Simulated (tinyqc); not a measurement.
Worked calculation: Shockley state of an s-p chain by decimation. Values are carried at full precision from step to step, so a last printed digit may differ when a step is redone from the rounded ones.

Each site has s at -d/2 and p at +d/2: H0 = diag(-d/2, d/2). The block to the next site on the right is H1 = [[-ts, u], [-u, tp]] (rows s, p of site n; columns s, p of site n + 1). Bulk: H(k) = [[-d/2 - 2 ts cos k, 2i u sin k], [-2i u sin k, d/2 + 2 tp cos k]]. The bands are inverted at k = pi if d < 2 (ts + tp).

Parameters, chosen for this exercise:
```
symbol  value  unit  meaning
d       0.95   eV    Ep - Es
ts      0.95   eV    s-s hopping
tp      0.86   eV    p-p hopping
u       0.57   eV    s-p hopping
E       -0.25  eV    energy
eta     0.05   eV    broadening
```

## Bulk bands

Levels and s weight of the lower band at k = j pi/6.

Bands:
```
k/pi   lower (eV)  upper (eV)  s weight, lower
0.000     -2.3750      2.1950            1.000
0.167     -2.1985      2.0426            0.982
0.333     -1.7418      1.6518            0.907
0.500     -1.2350      1.2350            0.692
0.667     -1.0318      1.1218            0.300
0.833     -1.1543      1.3102            0.057
1.000     -1.2450      1.4250            0.000
```

The lower band is s-like at k = 0 and p-like at pi: the bands are inverted, and the gap is a hybridisation gap that can hold a Shockley state.

## First round of decimation

Decimation (Sancho-Rubio) at z = E + i eta: start with es = e = H0, A = H1, B = H1^T. Each round forms g = (z - e)^-1 and sets es += A g B, e += A g B + B g A, A = A g A, B = B g B, doubling the length covered. Stop when all |A| < 1e-10. Surface G = (z - es)^-1, bulk G = (z - e)^-1; densities -Im tr G/pi.

Carry out one round.

g (1/eV), rows s, p and columns alike:
$$\begin{pmatrix}
4.2353-0.9412i & 0.0000 \\
0.0000 & -1.3728-0.0947i
\end{pmatrix}$$

es (eV), rows s, p and columns alike:
$$\begin{pmatrix}
2.9013-0.8802i & 1.6205-0.5561i \\
1.6205-0.5561i & 0.8357-0.3758i
\end{pmatrix}$$

e (eV), rows s, p and columns alike:
$$\begin{pmatrix}
6.2777-1.7603i & 0.0000 \\
0.0000 & 1.1965-0.7516i
\end{pmatrix}$$

A (eV), rows s, p and columns alike:
$$\begin{pmatrix}
4.2684-0.8187i & -2.9663+0.4632i \\
2.9663-0.4632i & -2.3914+0.2358i
\end{pmatrix}$$

## Course of the decimation

All rounds.

Rounds:
```
round  sites covered  largest |A| (eV)  surface density (1/eV)
1                  2              4.35                 0.54130
2                  4              2.91                 0.19422
3                  8            0.0415                 0.19135
4                 16          0.000191                 0.19126
5                 32          2.64e-09                 0.19126
6                 64          2.90e-19                 0.19126
```

surface G (1/eV), rows s, p and columns alike:
$$\begin{pmatrix}
-1.2258-0.2888i & 1.6154+0.2727i \\
1.6154+0.2727i & -1.7514-0.3121i
\end{pmatrix}$$

densities (1/eV): surface 0.19126, bulk 0.01943

Converged in 6 rounds. E lies inside the bulk gap (-1.032 to 1.110 eV); once |A| is small it falls roughly as its square in each round, up to a factor. The surface density is 10 times the bulk one, owing to the broadened Shockley level, which peaks near 0.02 eV.

## Checks

- Surface G against the Dyson relation G = (z - H0 - H1 G H1^T)^-1: they agree to 1e-10 or better.

Computed by tinyqc, a small Python program: `OMP_NUM_THREADS=1 python tinyqc.py 1451480 1451481 out.jsonl` (the numbers bound the seed that draws the inputs); one thread of a shared host (Intel(R) Xeon(R) Processor @ 2.30GHz), about 0.3 s for the whole set of steps.
